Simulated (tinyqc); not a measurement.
Inside a calculation. Method: MP2 on RHF in the sto-3g basis, frozen core, for BeH2, spin multiplicity 1. One step of it, computed by the program tinyqc.

Problem. Iteration 7 (converged): orbitals. Diagonalise F' = X^T F X, C = X C', fill 3 alpha and 3 beta electrons from the bottom; D = 2 C_occ C_occ^T. Each column has its largest component positive (the first on a tie).

converged F (hartree), lower triangle:
```
            1Be 1s     1Be 2s   1Be 2px    1Be 2py    1Be 2pz      2H 1s      3H 1s
1Be 1s   -4.516922
1Be 2s   -1.288001  -0.630784
1Be 2px   0.000000   0.000000  0.212182
1Be 2py   0.000000   0.000000  0.000000  -0.232792
1Be 2pz   0.001274  -0.013172  0.000000   0.000000   0.211202
2H 1s    -0.350124  -0.414237  0.000000  -0.333041  -0.015136  -0.310024
3H 1s    -0.350124  -0.414237  0.000000   0.333041  -0.015136  -0.048098  -0.310024
```

X, lower triangle:
```
            1Be 1s     1Be 2s   1Be 2px    1Be 2py    1Be 2pz      2H 1s     3H 1s
1Be 1s    1.028396
1Be 2s   -0.153193   1.257779
1Be 2px   0.000000   0.000000  1.000000
1Be 2py   0.000000   0.000000  0.000000   1.381578
1Be 2pz  -0.001114   0.014671  0.000000   0.000000   1.000931
2H 1s     0.018072  -0.313597  0.000000  -0.448571  -0.019970   1.306511
3H 1s     0.018072  -0.313597  0.000000   0.448571  -0.019970  -0.104644  1.306511
```

Give: F' = X^T F X; orbital energies; coefficients C; D after iteration 7.

Solution.

F' = X^T F X (hartree), lower triangle:
```
         1        2       3        4        5        6       7
1  -4.4077
2  -0.6899  -0.0919
3   0.0000   0.0000  0.2122
4   0.0000   0.0000  0.0000   0.2758
5   0.0014   0.0059  0.0000   0.0000   0.2125
6  -0.0551  -0.3342  0.0000  -0.4733  -0.0193   0.1041
7  -0.0551  -0.3342  0.0000   0.4733  -0.0193  -0.1239  0.1041
```

orbital energies (hartree): MO1 -4.5204, MO2 -0.4549, MO3 -0.4178, MO4 0.2107, MO5 0.2122, MO6 0.4577, MO7 0.9216

coefficients C:
```
             MO1      MO2      MO3      MO4     MO5      MO6      MO7
1Be 1s    0.9918  -0.2232   0.0000   0.0250  0.0000  -0.2184   0.0000
1Be 2s    0.0318   0.5601   0.0000  -0.1125  0.0000   1.2145   0.0000
1Be 2px   0.0000   0.0000   0.0000   0.0000  1.0000   0.0000   0.0000
1Be 2py   0.0000   0.0000   0.5028   0.0000  0.0000   0.0000   1.4347
1Be 2pz   0.0000   0.0135   0.0000   0.9937  0.0000   0.1236   0.0000
2H 1s    -0.0029   0.3939   0.4066   0.0471  0.0000  -0.8148  -1.0157
3H 1s    -0.0029   0.3939  -0.4066   0.0471  0.0000  -0.8148   1.0157
```

D after iteration 7, lower triangle:
```
          1Be 1s  1Be 2s  1Be 2px  1Be 2py  1Be 2pz    2H 1s   3H 1s
1Be 1s    2.0668
1Be 2s   -0.1869  0.6293
1Be 2px   0.0000  0.0000   0.0000
1Be 2py   0.0000  0.0000   0.0000   0.5056
1Be 2pz  -0.0061  0.0151   0.0000   0.0000   0.0004
2H 1s    -0.1816  0.4410   0.0000   0.4089   0.0106   0.6410
3H 1s    -0.1816  0.4410   0.0000  -0.4089   0.0106  -0.0203  0.6410
```
